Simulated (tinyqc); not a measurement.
Field from the level spacing.

Question. In a triangular well E_k = a_k (C F^2/mz1)^(1/3), a_1 = 2.338107, a_2 = 4.087949, C = hbar^2/(2 m0), F in eV/nm (1 MV/cm = 0.1 eV/nm). Find F, E_1, the mean distance 2 E_1/(3 F) of the lowest level and the sheet charge eps0 eps_r F/q behind such a field.

Values chosen for this exercise:
```
symbol  value  unit                                     meaning
eps_r    15.8                             relative permittivity
mz1      0.12    m0  mass along z of valley set A (4 valley(s))
```

Constants: q = 1.602176634e-19 C, hbar = 1.054571817e-34 J s, m0 = 9.1093837015e-31 kg, eps0 = 8.8541878128e-14 F/cm where lengths are in cm, hbar^2/(2 m0) = 0.0380998212 eV nm^2. Results are converted to the units shown.

spacing of the two lowest levels = 223.47867 meV

Answer. The spacing over a_2 - a_1 is the energy scale (C F^2/mz1)^(1/3), which gives F.

F = 0.8100 MV/cm
E_1 = 298.6 meV
mean distance = 2.458 nm
sheet charge over q = 7.073e12 cm^-2

Computed by the program tinyqc: `OMP_NUM_THREADS=1 python tinyqc.py 2160171 2160172 out.jsonl`, one thread of a shared Intel Xeon 2.30GHz, about 0.8 s for the whole run.
